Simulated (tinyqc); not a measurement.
Binding against carrier density: donor level screened by free carriers (Yukawa potential).

Screening wave number: Debye ks^2 = 4 pi q n/(eps kB T); Thomas-Fermi ks^2 = 6 pi q n/(eps EF) with EF = c (3 pi^2 n/gv)^(2/3)/m, c = hbar^2/2m0; the two are joined by 1/ks^2 = sqrt(1/ks_D^4 + 1/ks_TF^4). 1e18/cm^3 = 1e-6/angstrom^3, q = e^2/(4 pi eps0).

Potential -(q/(eps r)) exp(-ks r), q = e^2/(4 pi eps0). In units Ry* = Ry m/eps^2 and a* = a0 eps/m the problem is [-Laplacian - 2 exp(-x r)/r] psi = E psi with x = ks a*.

Converged values use 18 functions exp(-z r), z = 1.55^i, i = -11 to 6: S = 2/A^3, H = z_i z_j S - 2/(A + x)^2, A = z_i + z_j.

Constants: e^2/(4 pi eps0) = 14.39964547 eV angstrom; kB = 8.617333262e-05 eV/K; hbar^2/2m0 = 3.80998211 eV angstrom^2.

Parameters, chosen for this exercise (near those of a donor in Si, with one mean mass; shifted at random, so the results belong to these values and not to a real crystal): m = 0.325 m0 (mass); eps = 11.5 (dielectric constant); gv = 6 (valleys); T = 300 K (temperature); nl = (0.036, 0.12, 0.36, 1.2, 3.6, 12, 36) x 1e18/cm^3 (densities).

Ry* = 33.4355 meV
a* = 18.725 angstrom

x from the joined ks; converged 1s binding (dash: x above 1.17, at or past the limit 1.19 where the state unbinds).

Results:
```
n (1e18/cm^3)  EF/kB T  1/ks (angstrom)      x  binding (meV)  n^(1/3) a*
0.036             0.01            213.6  0.088          27.94       0.062
0.12              0.03            117.0  0.160          23.91       0.092
0.36              0.07             67.6  0.277          18.23       0.133
1.2               0.15             37.1  0.505           9.76       0.199
3.6               0.31             21.6  0.867           2.02       0.287
12                0.69             12.3  1.525              -       0.429
36                1.43              7.9  2.357              -       0.618
```

How do the results move, and what explains it?

The binding falls from 27.9 to 2.0 meV (bare value 33.4); it passes half the bare value between 0.36 and 1.2 x 1e18/cm^3. The level is unbound, or bound by less than 0.001 Ry*, from 12 x 1e18/cm^3 on; as the density rises, it is lost by the time n^(1/3) a* reaches 0.43. x grows with exponent 0.50 in n at the start and 0.40 at the end (1/2 for Debye, 1/6 for Thomas-Fermi screening). The level survives to n^(1/3) a* = 0.29, past the 0.26 of the Mott rule, which corresponds to x = 1 for one valley with degenerate screening; here the level lasts until x = 1.19, the screening is at most the degenerate value, and overlap of donors is left out.

Program tinyqc; command `OMP_NUM_THREADS=1 python tinyqc.py 1280733 1280734 out.jsonl`; about 0.02 s on one thread of a shared Intel(R) Xeon(R) Processor @ 2.30GHz.
